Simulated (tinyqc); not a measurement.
Worked calculation: ellipsoidal valleys in the axes of a wafer and a channel. Values are carried at full precision from step to step, so a last printed digit may differ when a step is redone from the rounded ones.

Valleys with axes a along x, y and z, two valleys each; inverse mass tensor w = 1/mt + (1/ml - 1/mt) a a. Device axes: z = nz/|nz|, x = nx/|nx|, y = z cross x; in them a = (ax, ay, az). Confinement mass mz = 1/w_zz. In the plane w_ij is replaced by u_ij = w_ij - w_iz w_jz/w_zz (i, j = x, y); density-of-states mass md = 1/sqrt(det u); conductivity mass along x mc = 1/u_xx; ballistic transport mass mx = u_yy/det u, width mass my = 1/u_yy.

Constants: hbar^2/2m0 = 3.80998211 eV angstrom^2; kB = 8.617333262e-05 eV/K.

Parameters, chosen for this exercise (near those of the Delta valleys of Si; not measured data):
- ml = 0.908 m0 (longitudinal mass)
- mt = 0.185 m0 (transverse mass)
- nz = (0, 0, 1) (surface normal (confinement))
- nx = (1, 1, 0) (channel direction)
- t = 3.2 nm (thickness of the film)
- T = 400 K (temperature)

## Device axes and valley axes

Give the rows x, y, z in cubic components and each valley axis in device components.

device axes:
```
     [100]   [010]   [001]
x   0.7071  0.7071  0.0000
y  -0.7071  0.7071  0.0000
z   0.0000  0.0000  1.0000
```

valley axes:
```
       ax       ay      az
x  0.7071  -0.7071  0.0000
y  0.7071   0.7071  0.0000
z  0.0000   0.0000  1.0000
```

## Tensors of the valley x

Form w and the reduced tensor u.

w (1/m0):
```
        x       y       z
x  3.2534  2.1520  0.0000
y  2.1520  3.2534  0.0000
z  0.0000  0.0000  5.4054
```

u (1/m0):
```
        x       y
x  3.2534  2.1520
y  2.1520  3.2534
```

w_xz = w_yz = 0: the normal is a principal axis and u is the upper block of w.

## Masses of all valleys

Give mz, md, mc, mx and my.

Masses (m0):
```
valley      mz      md      mc      mx      my
x       0.1850  0.4099  0.3074  0.5465  0.3074
y       0.1850  0.4099  0.3074  0.5465  0.3074
z       0.9080  0.1850  0.1850  0.1850  0.1850
```

mz md^2 = ml mt^2 = 0.03108 for every valley, so a heavy confinement mass comes with a small density of states. The heaviest mz is 0.908, for z.

## Subbands and shares in a film

Hard walls: E_n = c (n pi/t)^2/mz, c = hbar^2/2m0, n = 1, 2, 3. Non-degenerate share of a valley proportional to md sum_n exp(-E_n/kT); mean 1/mc = sum of share/mc. 1 nm = 10 angstrom.

Give the ladders, the shares and the mean conductivity mass.

Subbands:
```
valley  E1 (meV)  E2 (meV)  E3 (meV)  share
x          198.5     794.0    1786.5  0.021
y          198.5     794.0    1786.5  0.021
z           40.4     161.8     364.0  0.958
```

mean mc = 0.1881 m0

The lowest ladder (z) holds 96 % of the electrons in these valleys, the next starts 158 meV higher.

## Checks

- mz md^2 against ml mt^2: they agree to 1e-10 or better.
- mx my against md^2: they agree to 1e-10 or better.

Computed by tinyqc, a small Python program: `OMP_NUM_THREADS=1 python tinyqc.py 1880299 1880300 out.jsonl` (the numbers bound the seed that draws the inputs); one thread of a shared host (Intel(R) Xeon(R) Processor @ 2.30GHz), about 0.01 s for the whole set of steps.
